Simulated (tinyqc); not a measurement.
From total shift back to local temperature T: Raman shift of the zone-centre optical phonon of a diamond-structure crystal under stress. Computed by tinyqc, a small Python program. Command: `OMP_NUM_THREADS=1 python tinyqc.py 3010454 3010455 out.jsonl ramanstress inv`. One thread of a shared host (Intel(R) Xeon(R) Processor @ 2.30GHz), about 0.02 s of CPU time with the checks.

Axes x, y, z are the cube axes. Strain shifts the threefold optical mode and can split it; p, q and r are the phonon deformation potentials.

Inputs (values chosen for the exercise, modelled on diamond):
```
quantity,value,unit
unstrained frequency omega_0,1331,1/cm
p/omega_0^2,-2.94,-
q/omega_0^2,-1.85,-
r/omega_0^2,-1.92,-
C11,1084,GPa
C12,126.6,GPa
C44,575.4,GPa
stress sigma (tension positive),-0.094,GPa
polarisation angle phi,20,degree
temperature coefficient d omega/dT,-0.011,1/(cm K)
laser wavelength,514.5,nm
```

Stress state: biaxial. Axis: [111].

Constants: h = 6.62607015e-34 J s; c = 299792458 m/s; k_B = 1.380649e-23 J/K.

Method:
- S11 = (C11 + C12)/D, S12 = -C12/D, D = (C11 - C12)(C11 + 2 C12), S44 = 1/C44.
- Equal biaxial stress in the plane normal to the axis (unit vector n): sigma_ij = sigma (delta_ij - n_i n_j).
- eps_xx = S11 sigma_xx + S12 (sigma_yy + sigma_zz), and cyclic; eps_xy = S44 sigma_xy/2 (tensor strain).
- Secular matrix: M_xx = p eps_xx + q (eps_yy + eps_zz), M_xy = 2 r eps_xy; its eigenvalues are omega^2 - omega_0^2, and the shifts are these over 2 omega_0.
- Backscattering from a (001) surface: incident polarisation (cos phi, sin phi, 0). With Raman tensors (R_z)_xy = (R_z)_yx = 1 and cyclic, only the z component u_z of a mode counts: I = u_z^2 sin^2(2 phi) for parallel and u_z^2 cos^2(2 phi) for crossed polarisers. An unresolved line sits at the intensity-weighted shift, which is M_zz/(2 omega_0).
- A temperature above 300 K shifts the line by (d omega/dT)(T - 300 K); divided by the shift per stress it poses as a stress; the total shift adds it to the shift of the observed line. The anti-Stokes to Stokes ratio is [(omega_L + omega_0)/(omega_L - omega_0)]^3 exp(-h c omega_0/(k_B T)) in photon counts, omega_L = 1/wavelength, resonance effects left out.

Task: A run gave the result below. Find the local temperature T, known to lie between 290 and 560 K.

total shift = -0.08991132 1/cm

Result:

Each step takes the trial c = (a f_b - b f_a)/(f_b - f_a), f being the result less the target and a, b, c the logarithms of the listed values; c replaces end b, the old b replaces a if the sign of f changed, and otherwise f_a is halved.

Scan of the range:
```
local temperature T (K),total shift (1/cm)
290,0.31709
324,-0.05691
361,-0.46391
403,-0.92591
450,-1.44291
502,-2.01491
560,-2.65291
```

False position (Illinois rule, in the logarithm of the input) inside the bracket:
```
step,end a,end b,trial,total shift (1/cm)
1,324.000,361.000,326.853,-0.0882966
2,361.000,326.853,326.993,-0.0898328
3,361.000,326.993,327.006,-0.0899822
4,326.993,327.006,327.000,-0.0899113
5,327.006,327.000,327.000,-0.0899113
```

Total shift falls at every point of a 13-point scan of the range (every second point is shown), so one value fits; it is bracketed by 324 and 361. The scan shows a straight line, so linear interpolation between any two rows gives the answer at once. Answer: local temperature T = 327.0 K.

Caution: this stress has components normal to the (001) face, so it cannot reach a free (001) surface; it can act on buried material.
